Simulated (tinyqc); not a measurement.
From results back to parameters: dielectric confinement in a thin film (image charges). Two cases, with inputs chosen for the exercise.

Problem. The self-energy at the centre was computed from a hidden eh.

A film |z| < t/2 of dielectric constant eps between half-spaces of dielectric constant e2; lam = (eps - e2)/(eps + e2), q = e^2/(4 pi eps0). The self-energy of a band edge is taken with the high-frequency value, e2 = eh, and the field of a fixed ion with the static one, e2 = eo. A charge at z has images lam^|n| at n t + (-1)^n z. Its self-energy is S(z) = (q/2 eps) sum over n >= 1 of lam^n [1/(n t - 2z) + 1/(n t + 2z)] for odd n and 2 lam^n/(n t) for even n; at the centre S(0) = -(q/(eps t)) ln(1 - lam).

Constants: e^2/(4 pi eps0) = 14.39964547 eV angstrom.

Find: lam; eh.

Method. lam = 1 - exp(-S(0) eps t/q), and eh = eps (1 - lam)/(1 + lam).

Case 1.

Values chosen: t = 44 angstrom (film thickness); eps = 11.8 (dielectric constant of the film).
S(0) = 17.8708 meV

Solution.

lam = 0.4750
eh = 4.2

Case 2.

Values chosen: t = 36 angstrom (film thickness); eps = 13 (dielectric constant of the film).
S(0) = 23.1924 meV

Solution.

lam = 0.5294
eh = 4.0

Computed by tinyqc, one run a case: `OMP_NUM_THREADS=1 python tinyqc.py N N+1 out.jsonl` with N = 1280426, 1280476; one thread of a shared Intel(R) Xeon(R) Processor @ 2.30GHz, about 0.07 s a run at most.
